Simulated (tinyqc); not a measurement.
## Schottky diode by thermionic emission with image-force lowering and series resistance: soft saturation in reverse bias

Metal on an n-type semiconductor with one parabolic valley; V > 0 is forward bias (metal positive). I = I0 [exp(Vj/(n Vt)) - 1] with Vj = V - I Rs; I0 = S A* T^2 exp(-(phi - dphi)/Vt), the lowering dphi taken at zero bias.

A* = 4 pi q me m0 kB^2/h^3 (times 1e-4 for A/(cm^2 K^2)); Nc = 2 (2 pi me m0 kB T/h^2)^1.5 (times 1e-6 for cm^-3); xi = Vt ln(Nc/Nd), Vbi = phi - xi; surface field Em = sqrt(2 q Nd (Vbi - V - Vt)/(eps0 eps_r)); dphi = sqrt(q Em/(4 pi eps0 eps_r)). Here dphi follows the bias, J = -A* T^2 exp(-(phi - dphi(V))/Vt) [1 - exp(V/Vt)], without Rs.

Inputs (values chosen for the exercise); band and dielectric values those of a made-up semiconductor:
- T = 250 K (temperature)
- me = 0.0787 m0 (electron mass)
- eps_r = 9.8 (relative permittivity)
- phi = 0.55 eV (barrier height seen from the metal)
- Nd = 2e16 cm^-3 (donor density)

Constants: q = 1.602176634e-19 C, kB = 1.380649e-23 J/K, h = 6.62607015e-34 J s, m0 = 9.1093837015e-31 kg, Vt = kB T/q, eps0 = 8.8541878128e-14 F/cm where lengths are in cm. Results are converted to the units shown.

Soft saturation in reverse bias:
```
V (V),Em (kV/cm),dphi (meV),J (A/cm^2)
-0.2,69.97,32.06,-2.140e-5
-0.5,84.33,35.20,-2.476e-5
-1,103.9,39.08,-2.965e-5
-2,134.9,44.52,-3.816e-5
-4,181.6,51.65,-5.313e-5
-7,234.8,58.73,-7.382e-5
-10,278.0,63.91,-9.387e-5
-15,337.9,70.47,-1.273e-4
```

dphi rises from 32.1 to 70.5 meV, as the square root of the field, and |J| grows by a factor of 5.95: the reverse current does not saturate. Tunnelling and generation are left out.

Computed by the program tinyqc: `OMP_NUM_THREADS=1 python tinyqc.py 2640128 2640129 out.jsonl`, one thread of a shared Intel Xeon 2.30GHz, about 0.01 s for the whole run.
